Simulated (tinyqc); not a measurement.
Inside a calculation: ellipsoidal valleys in the axes of a wafer and a channel. Values are carried at full precision from step to step, so a last printed digit may differ when a step is redone from the rounded ones.

Valleys with axes a along [111], [1-1-1], [-11-1] and [-1-11], one whole valley each; inverse mass tensor w = 1/mt + (1/ml - 1/mt) a a. Device axes: z = nz/|nz|, x = nx/|nx|, y = z cross x; in them a = (ax, ay, az). Confinement mass mz = 1/w_zz. In the plane w_ij is replaced by u_ij = w_ij - w_iz w_jz/w_zz (i, j = x, y); density-of-states mass md = 1/sqrt(det u); conductivity mass along x mc = 1/u_xx; ballistic transport mass mx = u_yy/det u, width mass my = 1/u_yy.

Constants: hbar^2/2m0 = 3.80998211 eV angstrom^2; kB = 8.617333262e-05 eV/K.

Inputs chosen for the exercise (near those of the L valleys of Ge; not measured data): ml = 1.593 m0 (longitudinal mass); mt = 0.082 m0 (transverse mass); nz = (1, 1, 1) (surface normal (confinement)); nx = (1, -1, 0) (channel direction); t = 2.8 nm (thickness of the film); T = 300 K (temperature).

## Device axes and valley axes

Give the rows x, y, z in cubic components and each valley axis in device components.

device axes:
```
    [100]    [010]    [001]
x  0.7071  -0.7071   0.0000
y  0.4082   0.4082  -0.8165
z  0.5774   0.5774   0.5774
```

valley axes:
```
              ax       ay       az
[111]     0.0000   0.0000   1.0000
[1-1-1]   0.8165   0.4714  -0.3333
[-11-1]  -0.8165   0.4714  -0.3333
[-1-11]   0.0000  -0.9428  -0.3333
```

## Tensors of the valley [-11-1]

Form w and the reduced tensor u.

w (1/m0):
```
         x       y        z
x   4.4835  4.4523  -3.1482
y   4.4523  9.6246   1.8176
z  -3.1482  1.8176  10.9099
```

u (1/m0):
```
        x       y
x  3.5751  4.9768
y  4.9768  9.3218
```

The axis is tilted against the normal, so w_xz or w_yz is not zero and the reduction changes the masses in the plane.

## Masses of all valleys

Give mz, md, mc, mx and my.

Masses (m0):

| valley | mz | md | mc | mx | my |
|---|---|---|---|---|---|
| [111] | 1.59300 | 0.08200 | 0.08200 | 0.08200 | 0.08200 |
| [1-1-1] | 0.09166 | 0.34185 | 0.27972 | 1.08933 | 0.10728 |
| [-11-1] | 0.09166 | 0.34185 | 0.27972 | 1.08933 | 0.10728 |
| [-1-11] | 0.09166 | 0.34185 | 0.08200 | 0.08200 | 1.42511 |

mz md^2 = ml mt^2 = 0.01071 for every valley, so a heavy confinement mass comes with a small density of states. The heaviest mz is 1.593, for [111].

## Subbands and shares in a film

Hard walls: E_n = c (n pi/t)^2/mz, c = hbar^2/2m0, n = 1, 2, 3. Non-degenerate share of a valley proportional to md sum_n exp(-E_n/kT); mean 1/mc = sum of share/mc. 1 nm = 10 angstrom.

Give the ladders, the shares and the mean conductivity mass.

Subbands:

| valley | E1 (meV) | E2 (meV) | E3 (meV) | share |
|---|---|---|---|---|
| [111] | 30.1 | 120.4 | 271.0 | 1.000 |
| [1-1-1] | 523.3 | 2093.1 | 4709.4 | 0.000 |
| [-11-1] | 523.3 | 2093.1 | 4709.4 | 0.000 |
| [-1-11] | 523.3 | 2093.1 | 4709.4 | 0.000 |

mean mc = 0.0820 m0

The lowest ladder ([111]) holds 100 % of the electrons in these valleys, the next starts 493 meV higher. Energies of several hundred meV lie beyond the parabolic range, and real barriers are finite, so these are upper bounds.

## Checks

- mz md^2 against ml mt^2: they agree to 1e-10 or better.
- mx my against md^2: they agree to 1e-10 or better.

Program tinyqc; command `OMP_NUM_THREADS=1 python tinyqc.py 1880515 1880516 out.jsonl`; about 0.01 s on one thread of a shared Intel(R) Xeon(R) Processor @ 2.30GHz.
